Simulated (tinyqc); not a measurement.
From results back to parameters: band offset of a heterojunction with an interface dipole (two-band chains, self-consistent charge). Two cases, with inputs chosen for the exercise.

Problem. D0 is the offset of the mid-gaps without dipole, chi the charge moved per eV of offset and u the potential step per electron moved. In linear response the valence offset is S D0 - (G2 - G1)/2 with S = 1/(1 + u chi/2). Two interfaces between the same crystals differ in D0 by a known amount, as from a layer of fixed dipoles; their offsets come from hidden S and D0.

Case 1.

Values chosen (out of a larger set: gaps near those of GaAs and AlAs; the chains and D0 are free models, so the offsets are not those of the real pair; not measured data): G1 = 1.39 eV (gap on the left); G2 = 2.27 eV (gap on the right).

chi = 0.28656 1/eV

valence offsets (eV): first -0.71160, second 0.14394

D0(second) - D0(first) = 1.26 eV

Case 2.

Values chosen (out of a larger set: gaps near those of Si and GaP; the chains and D0 are free models, so the offsets are not those of the real pair; not measured data): G1 = 1.16 eV (gap on the left); G2 = 2.31 eV (gap on the right).

chi = 0.30408 1/eV

valence offsets (eV): first -1.04924, second -0.38234

D0(second) - D0(first) = 0.90 eV

Find: S; D0 of the first; u.

Solution. S is the change of the offset over the change of D0; then D0 = (offset + (G2 - G1)/2)/S and u = 2 (1/S - 1)/chi.

Case 1.

S = 0.679
D0 of the first = -0.40 eV
u = 3.3 eV

Case 2.

S = 0.741
D0 of the first = -0.64 eV
u = 2.3 eV

Computed by tinyqc, one run a case: `OMP_NUM_THREADS=1 python tinyqc.py N N+1 out.jsonl` with N = 1452090, 1452141; one thread of a shared Intel(R) Xeon(R) Processor @ 2.30GHz, about 0.3 s a run at most.
